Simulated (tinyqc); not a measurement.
Thin film between two gates, subbands and threshold shift from confinement: one step of the calculation.

Undoped body with a flat potential across it, hard walls, transport along x. Three valley pairs (g = 2 each) with the longitudinal mass along x, y or z. Non-parabolicity enters the subband edges through E (1 + al E) = gamma, so E = 2 gamma/(1 + sqrt(1 + 4 al gamma)); motion within a subband is taken as parabolic with the band-edge mass. Energies are counted from the bulk band edge.

Task. Lowest subbands. gamma = C (pi k/(t + dl))^2/mz, C = hbar^2/(2 m0). List the 6 lowest, labelled by valley axis and quantum numbers, with degeneracy g and N_k: N_k = g sqrt(mx my) m0 kB T/(pi hbar^2).

Values chosen for this exercise; masses close to those of silicon:
```
symbol,value,unit,meaning
T,300,K,temperature
ml,0.928,m0,longitudinal mass
mt,0.187,m0,transverse mass
al,0.5,1/eV,non-parabolicity
t,9,nm,film thickness (along z)
dl,0,nm,widening of the box by penetration into the insulator
```

Constants: q = 1.602176634e-19 C, kB = 1.380649e-23 J/K, hbar = 1.054571817e-34 J s, m0 = 9.1093837015e-31 kg, Vt = kB T/q, hbar^2/(2 m0) = 0.0380998212 eV nm^2. Results are converted to the units shown.

Find: E_k; g; N_k.

Result.

| subband | E_k (eV) | g | N_k (cm^-2) |
|---|---|---|---|
| z1 | 0.0049901 | 2 | 4.0389e12 |
| z2 | 0.019814 | 2 | 4.0389e12 |
| x1 | 0.024525 | 2 | 8.9974e12 |
| y1 | 0.024525 | 2 | 8.9974e12 |
| z3 | 0.044052 | 2 | 4.0389e12 |
| z4 | 0.077071 | 2 | 4.0389e12 |

tinyqc, about 0.06 s, one thread, Intel Xeon 2.30GHz (shared host): `OMP_NUM_THREADS=1 python tinyqc.py 2350013 2350014 out.jsonl`
